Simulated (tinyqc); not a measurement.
## Resistance of a circular point contact between the ballistic and the diffusive limit: effect of the radius

Two half-spaces of a free-electron metal (one valley, spin 2) meet through a circular opening of radius a in an insulating sheet.

kF = (3 pi^2 n)^(1/3), resistivity rho = hbar kF/(n q^2 l). Maxwell: RM = rho/(2 a); Sharvin: RS = 4 rho l/(3 pi a^2); interpolation R = RS + gamma RM, gamma = (1 + 0.83 K)/(1 + 1.33 K), K = l/a.

Parameters, values chosen for the exercise: free-electron density n = 5e20 cm^-3; mean free path l = 52 nm.

Constants: q = 1.602176634e-19 C, hbar = 1.054571817e-34 J s. Results are converted to the units shown.

Result of one run:

| K = l/a | RM (ohm) | RS (ohm) | R (ohm) |
|---|---|---|---|
| 1.0000 | 3.7306 | 3.1666 | 6.0967 |

Which radius of the opening a gave this result: 5.1, 11, 24, 52 or 530 nm?

a = 52 nm.

The whole series:

| a (nm) | K = l/a | RM (ohm) | RS (ohm) | R (ohm) |
|---|---|---|---|---|
| 2.4 | 21.667 | 80.830 | 1486.6 | 1538.0 |
| 5.1 | 10.196 | 38.038 | 329.20 | 353.92 |
| 11 | 4.7273 | 17.636 | 70.765 | 82.681 |
| 24 | 2.1667 | 8.0830 | 14.866 | 20.693 |
| 52 | 1.0000 | 3.7306 | 3.1666 | 6.0967 |
| 110 | 0.47273 | 1.7636 | 0.70765 | 2.2153 |
| 240 | 0.21667 | 0.80830 | 0.14866 | 0.88898 |
| 530 | 0.098113 | 0.36602 | 0.030483 | 0.38062 |
| 1100 | 0.047273 | 0.17636 | 0.0070765 | 0.17951 |

R falls from 1540 to 0.180 ohm, as a^(-1.95) between the first two rows and a^(-1.03) between the last two (Sharvin -2, Maxwell -1). RM equals RS at a = 8 l/(3 pi) = 44.1 nm. In 1 of the 9 rows kF a is below 10, where the smooth Sharvin count is off by about 2/(kF a), a fifth or more.

Program tinyqc, `OMP_NUM_THREADS=1 python tinyqc.py 2760051 2760052 out.jsonl`; Intel Xeon 2.30GHz, shared host, one thread, about 0.01 s.
